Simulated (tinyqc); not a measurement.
## Short-channel transistor, virtual-source model with series resistance: effect of the drain-induced barrier lowering on the on and off currents

The current per gate width is the charge at the top of the source barrier (the virtual source) times its velocity times a saturation function; al and be are fitting constants of the model. Units: I in uA/um, Rs in ohm um, so I Rs = 1e-6 I Rs in volts; Q in uC/cm^2, so I = 1e-4 Q vx0 Fsat with vx0 in cm/s.

Intrinsic voltages Vg' = Vgs - I Rs, Vd' = Vds - 2 I Rs. n = n0 + nd Vd', VT = VT0 - dl Vd', Ff = 1/(1 + exp((Vg' - VT + al Vt/2)/(al Vt))), Q = Cinv n Vt ln(1 + exp((Vg' - VT + al Vt Ff)/(n Vt))), Vdsat = (vx0 L/mu)(1 - Ff) + Vt Ff, Fsat = u/(1 + u^be)^(1/be) with u = Vd'/Vdsat, and I = Q vx0 Fsat per width. I is solved self-consistently. Ion is I at Vgs = Vds = 0.75 V, Ioff at Vgs = 0, Vds = 0.75 V, and Rlin = Vds/I at Vgs = 0.75 V, Vds = 0.05 V.

Parameters, values chosen for the exercise:

| symbol | value | unit | meaning |
|---|---|---|---|
| T | 273 | K | temperature |
| Cinv | 1.74 | uF/cm^2 | inversion capacitance |
| vx0 | 1.72e7 | cm/s | velocity at the virtual source |
| mu | 94 | cm^2/(V s) | apparent mobility |
| L | 32 | nm | channel length |
| VT0 | 0.324 | V | threshold at zero drain voltage |
| n0 | 1.26 |  | subthreshold factor |
| nd | 0 | 1/V | growth of n with drain voltage |
| al | 3.5 |  | threshold shift (in units of Vt) from weak to strong inversion |
| be | 1.4 |  | sharpness of saturation |
| Rs | 150 | ohm um | series resistance of each contact |

Constants: q = 1.602176634e-19 C, kB = 1.380649e-23 J/K, Vt = kB T/q. Results are converted to the units shown.

Results:
```
dl (V/V)	Ion (uA/um)	Ioff (nA/um)	log10(Ion/Ioff)	Rlin (ohm um)
0	606.4	23.14	4.419	773.3
0.04	633.8	61.16	4.015	771.9
0.08	660.1	159.0	3.618	770.6
0.12	685.4	404.1	3.229	769.3
0.16	709.7	994.8	2.853	767.9
0.24	755.7	5218	2.161	765.3
0.28	777.4	1.077e4	1.859	764.1
```

Estimate the missing row, dl = 0.2 V/V.

Computed row:
```
dl (V/V)	Ion (uA/um)	Ioff (nA/um)	log10(Ion/Ioff)	Rlin (ohm um)
0.2	733.1	2345	2.495	766.6
```

With this row back in the table: As dl goes from 0 to 0.28 V/V, Ion rises from 606 to 777 uA/um, Ioff rises from 23.1 to 10800 nA/um and Rlin falls from 773 to 764 ohm um. Ion changes by a factor of 1.28 and Ioff by 465. The off current depends on it through an exponential, the on current about linearly. For dl = 0.2 to 0.28 V/V the off current passes 1 uA/um, so the device is hardly off at Vgs = 0.

tinyqc, about 0.01 s, one thread, Intel Xeon 2.30GHz (shared host): `OMP_NUM_THREADS=1 python tinyqc.py 2380080 2380081 out.jsonl`
